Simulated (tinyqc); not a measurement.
Free-carrier absorption and index change in the near infrared: free-carrier optics of a doped semiconductor (Drude model with one polar phonon).

eps(E) = ei [1 - Ep^2/(E^2 + i E Gam)] + (es - ei) wT^2/(wT^2 - E^2 - i E gT), with Ep^2 = 8 pi c (e^2/(4 pi eps0)) N/(m ei), c = hbar^2/2m0, N in 1/angstrom^3 (1e-24 per 1/cm^3); Gam = hbar/tau, tau = mu m m0/e with m0/e = 5.685630e-12 kg/C and mu in m^2/(V s). Energies in meV.

n + i k = sqrt(eps1 + i eps2) with k >= 0; R = ((n - 1)^2 + k^2)/((n + 1)^2 + k^2) at normal incidence from vacuum; alpha = 2 E k/(hbar c), times 1e8 for 1/cm; loss function Im(-1/eps) = eps2/(eps1^2 + eps2^2).

Constants: hbar^2/2m0 = 3.80998211 eV angstrom^2; e^2/(4 pi eps0) = 14.39964547 eV angstrom; hbar = 6.58211957e-16 eV s; hbar c = 1973.269805 eV angstrom.

Values chosen for the exercise (mass and dielectric values near those of GaP; N and mu are free inputs; interband absorption and the rise of the mass with filling are left out; the results hold for these values, not for the real material): N = 8.1e+17 1/cm^3 (carrier density); m = 0.36 m0 (conductivity mass); mu = 150 cm^2/(V s) (mobility); ei = 9.33 (high-frequency dielectric constant).

At the wavelengths listed E = hc/lambda (hc = 1239.841984 eV nm). Approximate forms: alpha = ei Ep^2 Gam/(E^2 sqrt(ei) hbar c) and dn = -sqrt(ei) Ep^2/(2 E^2). The phonon term is left out here.

Free carriers:

| lambda (micrometre) | E (meV) | alpha (1/cm) | alpha, approximate | dn | dn, approximate |
|---|---|---|---|---|---|
| 1.31 | 946.4 | 1.23 | 1.23 | -0.000567 | -0.000567 |
| 1.55 | 799.9 | 1.72 | 1.72 | -0.000793 | -0.000794 |
| 2.00 | 619.9 | 2.87 | 2.87 | -0.00132 | -0.00132 |
| 3.00 | 413.3 | 6.45 | 6.46 | -0.00297 | -0.00297 |
| 5.00 | 248.0 | 17.9 | 17.9 | -0.00821 | -0.00826 |
| 10.60 | 117.0 | 79.0 | 80.7 | -0.0361 | -0.0371 |

Give the missing row, lambda (micrometre) = 8.00.

Computed row:
```
lambda (micrometre)  E (meV)  alpha (1/cm)  alpha, approximate       dn  dn, approximate
8.00                   155.0          45.4                45.9  -0.0208          -0.0211
```

At 1.55 micrometre alpha = 1.72 1/cm and dn = -0.000793; a phase shift of pi needs a length lambda/(2 |dn|) = 977 micrometre, over which the loss is 0.73 dB. The approximate alpha is within 5 % up to 10.6 micrometre of the wavelengths listed; it needs photon energies well above both Ep and Gam, which lie at 68.0 and 57.8 micrometre. Interband and intervalley absorption are left out.

Run: tinyqc, `OMP_NUM_THREADS=1 python tinyqc.py 1681283 1681284 out.jsonl`; Intel(R) Xeon(R) Processor @ 2.30GHz, one thread, shared host; about 0.01 s of CPU time with all checks.
